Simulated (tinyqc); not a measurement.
# Lifetime from the low-frequency admittance

Inverse problem. At low frequency a p+-n diode with a base of width wb has C_diff/G = (tau/2)(1 - 2 x/sinh 2x), x = wb/sqrt(Dp tau). Find tau, x and the limit of C_diff/G for infinite lifetime, wb^2/(3 Dp).

Parameters, values chosen for the exercise:
- Dp = 23 cm^2/s (hole diffusion coefficient)
- wb = 13 um (width of the neutral base)

G = 6.9029861 S/cm^2
C_diff = 0.075153697 uF/cm^2

Solution. The ratio rises steadily with tau from tau/2 (long base) towards wb^2/(3 Dp) (short base), so one lifetime matches as long as the ratio is below that limit.

tau = 3.00e-8 s
x = 1.57
limit of C_diff/G = 2.45e-8 s

Program tinyqc, `OMP_NUM_THREADS=1 python tinyqc.py 2890195 2890196 out.jsonl`; Intel Xeon 2.30GHz, shared host, one thread, about 0.01 s.
